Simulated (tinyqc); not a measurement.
Donor near an oxide interface in a gate field (two-state model), step by step. Values are carried at full precision from step to step, so a last printed digit may differ when a step is redone from the rounded ones.

Interface at z = 0 (hard wall), donor at z = d, field F pulling electrons to the interface: potential e F z; 1 kV/cm = 1e-5 eV/angstrom, c = hbar^2/2m0, q = e^2/(4 pi eps0), Q = (eps - eo)/(eps + eo). Donor state: E_D = e F d - ED - q Q/(4 eps d), the last term joining the images of ion and electron. Interface state: z exp(-b z/2) exp(-rho^2/(2 L^2)) with E_z = c b^2/(4 mz) + 3 e F/b + q Q b/(8 eps), minimised over b; in the plane at z = 3/b the ion (distance D = d - 3/b) and its image (D' = d + 3/b) give E_rho = c/(mt L^2) - (q/eps)(sqrt(pi)/L)[erfcx(D/L) + Q erfcx(D'/L)], erfcx(x) = exp(x^2) erfc(x), minimised over L. E_I = E_z + E_rho.

Constants: hbar^2/2m0 = 3.80998211 eV angstrom^2; e^2/(4 pi eps0) = 14.39964547 eV angstrom.

Inputs chosen for the exercise (near those of a donor in Si below Si3N4, static dielectric constants; not measured data):
```
symbol  value  unit      meaning
d       110    angstrom  depth of the donor
ED      43.4   meV       bulk binding energy
mz      0.926  m0        mass across the interface
mt      0.192  m0        mass in the plane
eps     11.6             dielectric constant of the semiconductor
eo      7.5              dielectric constant of the oxide
F       68.1   kV/cm     field in the semiconductor
aD      21.5   angstrom  donor radius
v       0.42             valley factor
```

## The interface state across the interface

Solve c b/(2 mz) - 3 e F/b^2 + q Q/(8 eps) = 0; give Q, b, the three terms of E_z and <z> = 3/b.

Q = 0.2147
b = 0.09465 1/angstrom

kinetic, field and image terms (meV): [9.22, 21.58, 3.15]

<z> = 31.7 angstrom

The image pushes the electron away from the oxide; without it <z> would be 30.1 angstrom.

## Binding in the plane

Give D, D', the best L, both terms and E_rho.

D, D' (angstrom): [78.3, 141.7]

L = 89.3 angstrom

kinetic and Coulomb terms (meV): [2.49, -13.05]

E_rho = -10.57 meV

The bottom of the well lies at -17.7 meV, so the level is 40 % of the way up; L/D = 1.14. Above the critical field the ionised donor would thus still hold its electron as a dot at the interface.

## Where the electron sits

The two states couple by t = t0 exp(-D/aD) with t0 = q/(eps aD) (2 aD/L) sqrt(aD b/2) v, v a valley factor; this form is an estimate. With detuning u = E_D - E_I the splitting is sqrt(u^2 + 4 t^2) and the lower state has weight (1 - u/sqrt(u^2 + 4 t^2))/2 on the donor.

Give E_D, E_I, t, the splitting and the donor weight.

E_D, E_I (meV): [30.90, 23.39]

t = 0.309 meV
splitting = 7.54 meV
donor weight = 0.002

The electron is at the interface; the contact hyperfine coupling scales with the donor weight. With this t, the tunnelling time pi hbar/(2t) at a crossing would be 3.35 ps (hbar = 6.58212e-16 eV s); here the detuning is 24.4 t.

## Critical field

Find F at which E_D = E_I; compare the rule e F d = ED. The crossing width is 4t/(e D), with t and D formed anew at that field.

critical field = 58.2 kV/cm
ED/(e d) = 39.5 kV/cm
width = 1.7 kV/cm

The confinement energy E_z = 30.7 meV raises the field needed and the attraction E_rho = -10.7 meV lowers it; the result is 1.48 times the simple rule.

## Checks

- E_z without images against 1.5 x 6^(2/3)/2 (c (e F)^2/mz)^(1/3), meV: both 30.72.
- E_rho from the radial equation in the full Coulomb well against the Gaussian trial function, meV: both -10.6.

tinyqc: `OMP_NUM_THREADS=1 python tinyqc.py 1251443 1251444 out.jsonl`; about 0.05 s, one thread, shared Intel(R) Xeon(R) Processor @ 2.30GHz.
